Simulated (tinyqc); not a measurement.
Worked calculation: Hubbard ring of 4 sites. One step of it, computed by the program tinyqc.

Problem. The many-body Hamiltonian. Basis: all placements (u, d, 2, 0 on each site), up operators ordered before down ones; hops carry the sign of the same-spin electrons passed.

one-body matrix (hopping and site energies) (eV), order 1, 2, 3, 4:
```
[[0.000000, -1.380000, 0.000000, -1.380000],
 [-1.380000, 0.000000, -1.380000, 0.000000],
 [0.000000, -1.380000, 0.000000, -1.380000],
 [-1.380000, 0.000000, -1.380000, 0.000000]]
```

U = 4.300000 eV

electrons, up and down: [3, 1]

Give: H.

Solution.

H (eV), order 2uu0, u2u0, uu20, uuud, 2u0u, u20u, uudu, uu02, 20uu, uduu, u02u, u0u2, duuu, 02uu, 0u2u, 0uu2:
```
[[4.3000, -1.3800, 0.0000, -1.3800, -1.3800, 0.0000, 0.0000, 0.0000, 0.0000, 0.0000, 0.0000, 0.0000, -1.3800, 0.0000, 0.0000, 0.0000],
 [-1.3800, 4.3000, -1.3800, 0.0000, 0.0000, -1.3800, 0.0000, 0.0000, 0.0000, 0.0000, 0.0000, 0.0000, 0.0000, -1.3800, 0.0000, 0.0000],
 [0.0000, -1.3800, 4.3000, -1.3800, 0.0000, 0.0000, -1.3800, 0.0000, 0.0000, 0.0000, 0.0000, 0.0000, 0.0000, 0.0000, -1.3800, 0.0000],
 [-1.3800, 0.0000, -1.3800, 0.0000, 0.0000, 0.0000, 0.0000, -1.3800, 0.0000, 0.0000, 0.0000, 0.0000, 0.0000, 0.0000, 0.0000, -1.3800],
 [-1.3800, 0.0000, 0.0000, 0.0000, 4.3000, -1.3800, 0.0000, -1.3800, -1.3800, 0.0000, 0.0000, 0.0000, 0.0000, 0.0000, 0.0000, 0.0000],
 [0.0000, -1.3800, 0.0000, 0.0000, -1.3800, 4.3000, -1.3800, 0.0000, 0.0000, -1.3800, 0.0000, 0.0000, 0.0000, 0.0000, 0.0000, 0.0000],
 [0.0000, 0.0000, -1.3800, 0.0000, 0.0000, -1.3800, 0.0000, -1.3800, 0.0000, 0.0000, -1.3800, 0.0000, 0.0000, 0.0000, 0.0000, 0.0000],
 [0.0000, 0.0000, 0.0000, -1.3800, -1.3800, 0.0000, -1.3800, 4.3000, 0.0000, 0.0000, 0.0000, -1.3800, 0.0000, 0.0000, 0.0000, 0.0000],
 [0.0000, 0.0000, 0.0000, 0.0000, -1.3800, 0.0000, 0.0000, 0.0000, 4.3000, -1.3800, 0.0000, -1.3800, -1.3800, 0.0000, 0.0000, 0.0000],
 [0.0000, 0.0000, 0.0000, 0.0000, 0.0000, -1.3800, 0.0000, 0.0000, -1.3800, 0.0000, -1.3800, 0.0000, 0.0000, -1.3800, 0.0000, 0.0000],
 [0.0000, 0.0000, 0.0000, 0.0000, 0.0000, 0.0000, -1.3800, 0.0000, 0.0000, -1.3800, 4.3000, -1.3800, 0.0000, 0.0000, -1.3800, 0.0000],
 [0.0000, 0.0000, 0.0000, 0.0000, 0.0000, 0.0000, 0.0000, -1.3800, -1.3800, 0.0000, -1.3800, 4.3000, 0.0000, 0.0000, 0.0000, -1.3800],
 [-1.3800, 0.0000, 0.0000, 0.0000, 0.0000, 0.0000, 0.0000, 0.0000, -1.3800, 0.0000, 0.0000, 0.0000, 0.0000, -1.3800, 0.0000, -1.3800],
 [0.0000, -1.3800, 0.0000, 0.0000, 0.0000, 0.0000, 0.0000, 0.0000, 0.0000, -1.3800, 0.0000, 0.0000, -1.3800, 4.3000, -1.3800, 0.0000],
 [0.0000, 0.0000, -1.3800, 0.0000, 0.0000, 0.0000, 0.0000, 0.0000, 0.0000, 0.0000, -1.3800, 0.0000, 0.0000, -1.3800, 4.3000, -1.3800],
 [0.0000, 0.0000, 0.0000, -1.3800, 0.0000, 0.0000, 0.0000, 0.0000, 0.0000, 0.0000, 0.0000, -1.3800, -1.3800, 0.0000, -1.3800, 4.3000]]
```
